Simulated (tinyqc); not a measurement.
Single-domain magnet: Stoner-Wohlfarth switching, Neel-Arrhenius retention, LLG dynamics and spin torque: one step, computed by the program tinyqc.

The moment is uniform, with unit vector m; z is the easy axis. mu_0 = 1.25663706212e-6 T m/A, gamma = 1.76085963023e11 rad/(s T).

Question. Barrier in a tilted field. Energy over K_eff V: e(theta) = sin^2(theta) + 2 h cos(theta - psi) for m at the angle theta from +z and a field that points at psi from -z (it pulls m away from +z towards negative theta); h_sw = (cos^(2/3) psi + sin^(2/3) psi)^(-3/2). The metastable minimum and the saddle are the two roots of e'(theta) = sin(2 theta) - 2 h sin(theta - psi) on either side of theta_c = -arctan(tan^(1/3) psi).

Inputs (values chosen for the exercise, for a model magnet): temperature T = 358 K; field angle psi from the easy axis = 30 degrees; reversing field h = H/H_K = 0.1.

Shape: thin disc, easy axis normal to it.

stability factor Delta = 152.5742

Give: switching field h_sw; minimum theta; saddle theta; barrier / (K_eff V); barrier / (k_B T).

Answer.

switching field h_sw = 0.52402

minimum theta = -3.1384 degrees

saddle theta = -84.768 degrees

barrier / (K_eff V) = 0.73743

barrier / (k_B T) = 112.51

The form (1 - h/h_sw)^n reproduces this barrier with n = 1.438; n is 2 for a field on the axis, and the approach to h_sw has the exponent 3/2 off the axis. Caution: a flat cylinder has a smaller N_z than the spheroid of the same t/d, so K_eff of a real disc is larger.
